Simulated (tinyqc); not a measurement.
From Hall mobility back to mobility mu1: Hall effect and magnetoresistance of several carrier groups with constant relaxation times. Computed by tinyqc, a small Python program. Command: `OMP_NUM_THREADS=1 python tinyqc.py 3029420 3029421 out.jsonl hall2 inv`. One thread of a shared host (Intel(R) Xeon(R) Processor @ 2.30GHz), about 0.01 s of CPU time with the checks.

Group 1 has charge -e and group 2 charge +e; s_i is that sign. B lies along z; mu B is formed with mu in m^2/(V s).

Inputs (values chosen for the exercise, for a model conductor):
```
quantity,value,unit
density n1,2.6e+18,1/cm^3
density n2,2.6e+18,1/cm^3
mobility mu2,200,cm^2/(V s)
magnetic field B,0.077,T
```

Carriers: compensated semimetal. Densities: per volume.

Constants: e = 1.602176634e-19 C.

Method. sigma_xx = sum n_i e mu_i/(1 + mu_i^2 B^2); sigma_xy = sum s_i n_i e mu_i^2 B/(1 + mu_i^2 B^2). rho_xx = sigma_xx/(sigma_xx^2 + sigma_xy^2); Hall coefficient R_H = sigma_xy/(B (sigma_xx^2 + sigma_xy^2)), with B in V s/cm^2 (1 T = 1e-4 V s/cm^2); magnetoresistance MR = rho_xx(B)/rho_xx(0) - 1. Apparent density 1/(e |R_H|); Hall mobility |R_H|/rho_xx.

Problem. A run gave the result below. Find the mobility mu1, known to lie between 2200 and 4000 cm^2/(V s).

Hall mobility = 2271.933 cm^2/(V s)

Solution.

Each step takes the trial c = (a f_b - b f_a)/(f_b - f_a), f being the result less the target and a, b, c the logarithms of the listed values; c replaces end b, the old b replaces a if the sign of f changed, and otherwise f_a is halved.

Scan of the range:
```
mobility mu1 (cm^2/(V s)),Hall mobility (cm^2/(V s))
2200,1999.95
2430,2229.94
2690,2489.92
2970,2769.90
3280,3079.88
3620,3419.85
4000,3799.82
```

False position (Illinois rule, in the logarithm of the input) inside the bracket:
```
step,end a,end b,trial,Hall mobility (cm^2/(V s))
1,2430.00,2690.00,2470.23,2270.16
2,2690.00,2470.23,2471.93,2271.86
3,2690.00,2471.93,2472.07,2272.00
4,2471.93,2472.07,2472.00,2271.93
```

Hall mobility rises at every point of a 13-point scan of the range (every second point is shown), so one value fits; it is bracketed by 2430 and 2690. Answer: mobility mu1 = 2472 cm^2/(V s).
